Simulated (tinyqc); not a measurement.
The product rho l across metals: free and nearly free electrons in a metal.

Constants: hbar^2/2m0 = 3.80998211 eV angstrom^2; hbar = 6.58211957e-16 eV s.

Free electrons with m = 1; fcc cells hold 4 atoms and bcc cells 2; n = atoms z/a^3, kF = (3 pi^2 n)^(1/3), rho l = hbar kF/(n e^2), e = 1.602176634e-19 C. Inputs are chosen for the exercise.

Cases:
```
case     lattice  a (angstrom)  z  rho (micro-ohm cm)
near Al      fcc         4.039  3                2.59
near Li      bcc         3.474  1               10.09
near K       bcc         5.269  1                6.97
near Au      fcc         4.085  1                2.28
near Na      bcc         4.207  1                5.09
near Cu      fcc         3.581  1                1.67
```

Rank the cases by rho l (1e-16 ohm m^2), lowest first.

Answer: near Al, near Cu, near Au, near Li, near Na, near K.

Results:
```
case     lattice  a (angstrom)  z  rho (micro-ohm cm)  kF (1/angstrom)  EF (eV)  l (nm)  rho l (1e-16 ohm m^2)
near Al      fcc         4.039  3                2.59            1.754    11.72    15.3                   3.96
near Li      bcc         3.474  1               10.09            1.122     4.80     9.6                   9.66
near K       bcc         5.269  1                6.97            0.740     2.08    31.9                  22.23
near Au      fcc         4.085  1                2.28            1.202     5.51    36.9                   8.42
near Na      bcc         4.207  1                5.09            0.926     3.27    27.8                  14.17
near Cu      fcc         3.581  1                1.67            1.371     7.17    38.7                   6.47
```

rho l falls as n^(-2/3): it is lowest for the case near Al and highest for near K. The lowest bulk rho belongs to near Cu; in very narrow wires, where rho l rules, the order changes. Real Fermi surfaces depart from spheres, most for the polyvalent and noble metals.

Run: tinyqc, `OMP_NUM_THREADS=1 python tinyqc.py 1680958 1680959 out.jsonl`; Intel(R) Xeon(R) Processor @ 2.30GHz, one thread, shared host; about 0.01 s of CPU time with all checks.
